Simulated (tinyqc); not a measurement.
Bias-temperature instability from a Gaussian distribution of capture and emission barriers: one step, computed by the program tinyqc. Command: `OMP_NUM_THREADS=1 python tinyqc.py 3026540 3026541 out.jsonl bti walk`. One thread of a shared host (Intel(R) Xeon(R) Processor @ 2.30GHz), about 0.01 s of CPU time with the checks.

Each trap has a capture time tau_0 exp(E_c/(k_B T)) under stress and an emission time tau_0 exp(E_e/(k_B T)) after it. E_c is Gaussian, and E_e = E_c + d with d Gaussian and independent. A trap counts as filled once t_s exceeds its capture time and as emptied once t_r exceeds its emission time.

Task: Lifetime. Demarcation energies E_s = k_B T ln(t_s/tau_0), E_r = k_B T ln(t_r/tau_0); mean barrier mu = mu_c - k_F F; z = (E_s - mu)/sigma_c; Phi is the standard normal distribution. Temperatures in kelvin are T(C) + 273.15. Solve V_max Phi(z) = criterion for t_s; the power-law extrapolation from the stress point is t_s (criterion/dV0)^(1/n); 1 year = 3.15576e7 s.

Inputs (values chosen for the exercise, for a model p-channel transistor):

| quantity | value | unit |
|---|---|---|
| shift with all traps filled V_max | 380 | mV |
| spread of capture barriers sigma_c | 0.34 | eV |
| time constant tau_0 | 1e-09 | s |
| temperature T | 60 | C |
| stress time t_s | 30 | s |
| failure criterion | 30 | mV |

mean barrier mu = 1.407 eV

shift without recovery dV0 = 6.767893 mV

time exponent n = 0.2079838

Constants: k_B = 8.617333262e-05 eV/K.

Give: log10 of the lifetime in s; log10 of the power-law estimate in s.

Result:

log10 of the lifetime in s = 5.0212

log10 of the power-law estimate in s = 4.5863

The power law gives a time shorter by 0.43 decades, since n falls as traps fill; ten years is log10 = 8.50.
